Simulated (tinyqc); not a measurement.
# Undoped gate-all-around wire MOSFET, analytic charge model: several studies

An undoped round wire of radius R under an insulator shell and a surrounding gate; long channel, electrons only, n = ni exp((psi - V)/Vt) with V the quasi-Fermi potential (0 at the source, Vd at the drain), constant mobility, no quantisation. The radial Poisson equation gives n(r) = n(0)/(1 - (1 - b) r^2/R^2)^2 with b = Q0/(Q + Q0). Q is the electron charge per area of the wire surface.

Values chosen for this exercise; material values those of a made-up semiconductor:
```
symbol    value        unit                                             meaning
T           300           K                                         temperature
Eg         1.03          eV                                            band gap
eps_r      14.8                      relative permittivity of the semiconductor
Nc       2.6e19       cm^-3              conduction-band density of states at T
Nv      2.51e19       cm^-3                 valence-band density of states at T
eox        24.9                     relative permittivity of the gate insulator
tox         4.4          nm                                 insulator thickness
R             6          nm                                         wire radius
dphi       0.24           V  gate work function less that of the intrinsic body
mu          260  cm^2/(V s)                                    channel mobility
L           0.2          um                                         gate length
Vd          0.8           V                                       drain voltage
```

Constants: q = 1.602176634e-19 C, kB = 1.380649e-23 J/K, Vt = kB T/q, eps0 = 8.8541878128e-14 F/cm where lengths are in cm. Results are converted to the units shown.

Each table varies one quantity; the others keep the values above.

## Output curve

ni = sqrt(Nc Nv) exp(-Eg/(2 Vt)), Eg in volts; Cox = eps0 eox/(R ln(1 + tox/R)); Q0 = 4 eps0 eps_r Vt/R; V0 = dphi + Vt ln[8 eps0 eps_r Vt/(q ni R^2)]. Q solves Vg - V0 - V = Q/Cox + Vt ln(Q/Q0) + Vt ln(1 + Q/Q0). I = mu (2 pi R/L)[2 Vt (Qs - Qd) + (Qs^2 - Qd^2)/(2 Cox) + Vt Q0 ln((Qd + Q0)/(Qs + Q0))], with Qs at V = 0 and Qd at V = Vd.

In this table Vg = 1.45 V.

Result of one run:
```
Vd (V)  Qd (nC/cm^2)     Qd/Qs  I (uA)
0.79           24.40  0.006195   66.00
```

What becomes of these results when the drain voltage Vd is changed from 0.79 to 0.41 V, all else the same?

Result of the changed run:
```
Vd (V)  Qd (nC/cm^2)   Qd/Qs  I (uA)
0.41            1515  0.3847   54.36
```

The whole series:
```
Vd (V)  Qd (nC/cm^2)     Qd/Qs  I (uA)
0.15            3025    0.7680   25.58
0.28            2254    0.5723   42.38
0.41            1515    0.3847   54.36
0.54           834.9    0.2120   61.81
0.67           281.6   0.07149   65.26
0.79           24.40  0.006195   66.00
0.92          0.2034  5.166e-5   66.04
1.05        0.001335  3.389e-7   66.04
1.18        8.740e-6  2.219e-9   66.04
```

The current rises from 25.6 to 66.0 uA, while the charge at the drain end falls from 0.77 to 2.2e-9 of that at the source. The current first comes within 1 % of its last value at Vd = 0.79 V among the rows. Over the last rows Qd falls by a factor of e for each Vt of drain voltage: the drain end is in weak inversion. In every row the surface density at the source passes 0.3 Nc, where Boltzmann statistics fail. For Vd = 0.28 to 1.18 V mu V/L, with V the smaller of Vd and Vg - V0, passes 3e6 cm/s, so velocity saturation would lower the current. In every row the body is thin enough for quantum confinement, left out here, to raise the threshold.

## Effect of the insulator thickness

I = mu (2 pi R/L)[2 Vt (Qs - Qd) + (Qs^2 - Qd^2)/(2 Cox) + Vt Q0 ln((Qd + Q0)/(Qs + Q0))], with Qs at V = 0 and Qd at V = Vd.  I(low) is taken at Vg = 0.46 V, Qs and I(high) at Vg = 1.21 V.

The same in every row: V0 (V) = 0.71123.

Effect of the insulator thickness:
```
tox (nm)  I(low) (nA)  Qs(high) (nC/cm^2)  I(high) (uA)
1.5          0.017224              5480.8        57.665
2.1          0.017223              4234.9        45.769
3.1          0.017223              3178.4        35.338
4.4          0.017223              2488.2        28.303
6.3          0.017223              1966.0        22.835
9.2          0.017223              1562.5        18.502
13           0.017222              1289.5        15.505
```

As tox goes from 1.5 to 13 nm, I(low) stays near 0.0172 nA and I(high) falls from 57.7 to 15.5 uA. On average I(low) is independent of tox and I(high) goes as tox^(-0.61). Below threshold no voltage drops over the insulator in this long-channel model, so its thickness does not matter there. In every row the surface density at the source at the higher gate voltage passes 0.3 Nc, where Boltzmann statistics fail. In every row mu V/L at the higher gate voltage, with V the smaller of Vd and Vg - V0, passes 3e6 cm/s, so velocity saturation would lower the current. In every row the body is thin enough for quantum confinement, left out here, to raise the threshold.

## Effect of the wire radius

Same model as above.

Effect of the wire radius:
```
R (nm)  V0 (V)  I(low) (nA)  Qs(high) (nC/cm^2)  I(high) (uA)
2       0.7680     0.001914                3359         12.05
2.8     0.7506     0.003751                3010         15.42
3.9     0.7335     0.007277                2744         19.91
5.5     0.7157      0.01447                2533         26.32
7.7     0.6983      0.02836                2377         35.01
11      0.6799      0.05788                2254         47.95
15      0.6639       0.1076                2175         63.57
```

Read the table: what changes, and by how much?

As R goes from 2 to 15 nm, I(low) rises from 0.00191 to 0.108 nA and I(high) rises from 12.1 to 63.6 uA. On average I(low) goes as R^(2.00) and I(high) goes as R^(0.83). Below threshold the charge is proportional to the cross-section of the body; above it the insulator sets the charge. In every row the surface density at the source at the higher gate voltage passes 0.3 Nc, where Boltzmann statistics fail. In every row mu V/L at the higher gate voltage, with V the smaller of Vd and Vg - V0, passes 3e6 cm/s, so velocity saturation would lower the current. For R = 2 to 5.5 nm the body is thin enough for quantum confinement, left out here, to raise the threshold.

Program tinyqc, `OMP_NUM_THREADS=1 python tinyqc.py 2460005 2460006 out.jsonl`; Intel Xeon 2.30GHz, shared host, one thread, about 0.02 s.
